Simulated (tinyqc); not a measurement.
FinFET, parasitic resistance, capacitance and delay: two steps of the calculation.

Nf fins under one contact; each has gated perimeter p = 2 Hf + Wf and cross-section A = Hf Wf; contact width Wc = Nf pf, stack height Hs = Hf. Contact length Lc = CPP - Lg - 2 Lsp, shared by two neighbouring gates. Source and drain sides are equal. The formulas are first-order estimates, not field solutions.

Values chosen for this exercise; values close to those of silicon logic devices: temperature T = 300 K; number of fins Nf = 1; fin height Hf = 55 nm; fin width Wf = 6 nm; fin pitch pf = 24 nm; contacted gate pitch CPP = 54 nm; gate length Lg = 18 nm; spacer length Lsp = 4 nm; contact resistivity rc = 6.4e-10 ohm cm^2; resistivity of the source-drain epitaxy re = 0.00028 ohm cm; current-carrying depth of the epitaxy te = 15 nm; resistivity of the extension rx = 0.00078 ohm cm; inversion capacitance Cinv = 2.8 uF/cm^2; injection velocity vx = 9.5e6 cm/s; apparent mobility mu = 140 cm^2/(V s); threshold at zero drain voltage VT = 0.28 V; barrier lowering dl = 0.058 V/V; subthreshold factor n = 1.13; supply voltage Vdd = 0.6 V.

Constants: q = 1.602176634e-19 C, kB = 1.380649e-23 J/K, Vt = kB T/q. Results are converted to the units shown.

Task 1. Geometry and resistances. Epitaxy sheet resistance Rsh = re/te, transfer length LT = sqrt(rc/Rsh), contact Rc = [sqrt(rc Rsh)/Wc] coth(Lc/(2 LT)); extension of one fin Rx = rx Lsp/A. Effective width N p; for equal currents one side has Rc + Rx/N.

Find: Lc; effective width; Rsh; LT; Rc; Rx; one side times effective width.

Result 1.

Lc = 28.00 nm
effective width = 116.0 nm
Rsh = 186.7 ohm
LT = 18.52 nm
Rc = 225.5 ohm
Rx = 94.55 ohm
one side times effective width = 37.12 ohm um

Task 2. Fin currents at Vgs = Vdd, Vds = Vdd/2. One fin: I = p Q vx u/(1 + |u|^1.8)^(1/1.8), Q = Cinv n Vt ln(1 + exp((Vg' - VT + dl Vd')/(n Vt))), u = Vd' mu/(vx Lg), Vg' = Vgs - v, Vd' = Vds - 2 v, with the drop on each side v = Rc (sum of I) + Rx I. I(new) = I(out).

I after iteration 1 (uA): fin 1 94.149314
Rc = 225.46044 ohm
Rx = 94.545455 ohm

Find: drop v; I(out); I after iteration 2.

Result 2.

drop v (mV): fin 1 30.13
I(out) (uA): fin 1 81.12
I after iteration 2 (uA): fin 1 81.12

Numbers from tinyqc (`OMP_NUM_THREADS=1 python tinyqc.py 2170073 2170074 out.jsonl`; about 0.04 s on one thread of a shared Intel Xeon 2.30GHz).
